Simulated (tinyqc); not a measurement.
From results back to parameters: two-band massive Dirac model of the K valleys. Three cases, with inputs chosen for the exercise.

Problem. In the valley model H = [[D/2, a t (kx - i ky)], [a t (kx + i ky), -D/2 + lam sz]], sz = +/-1, a t is hbar v. The gaps of the two spins, A and B, are G = D - lam and D + lam, the band-edge mass of A is c (D - lam)/(a t)^2, c = hbar^2/2m0, and its Berry curvature at the edge is 2 (a t)^2/G^2 in size. The values below come from hidden D, lam and t.

Constants: hbar^2/2m0 = 3.80998211 eV angstrom^2.

Case 1.

Values chosen (out of a larger set: near those used for monolayer MoS2; not measured data): a = 3.189 angstrom (lattice constant).

gaps (eV): A 1.6160, B 1.7440

mass of A = 0.465849 m0

Case 2.

Values chosen (out of a larger set: near those used for monolayer WS2; not measured data): a = 3.198 angstrom (lattice constant).

gaps (eV): A 1.6090, B 1.9910

mass of A = 0.344012 m0

Case 3.

Values chosen (out of a larger set: near those used for monolayer WS2; not measured data): a = 3.203 angstrom (lattice constant).

gaps (eV): A 1.4590, B 1.9210

mass of A = 0.288684 m0

Find: D, lam, t; |Omega| at the A edge.

Solution. The mean of the gaps is D and half their difference lam; a t = sqrt(c G_A/m). The curvature 2 (a t)^2/G^2 equals 2c/(m G).

Case 1.

D, lam, t (eV): 1.680  0.064  1.140

|Omega| at the A edge = 10.122 angstrom^2

Case 2.

D, lam, t (eV): 1.800  0.191  1.320

|Omega| at the A edge = 13.766 angstrom^2

Case 3.

D, lam, t (eV): 1.690  0.231  1.370

|Omega| at the A edge = 18.091 angstrom^2

Computed by tinyqc, one run a case: `OMP_NUM_THREADS=1 python tinyqc.py N N+1 out.jsonl` with N = 1482284, 1482302, 1482346; one thread of a shared Intel(R) Xeon(R) Processor @ 2.30GHz, about 0.01 s a run at most.
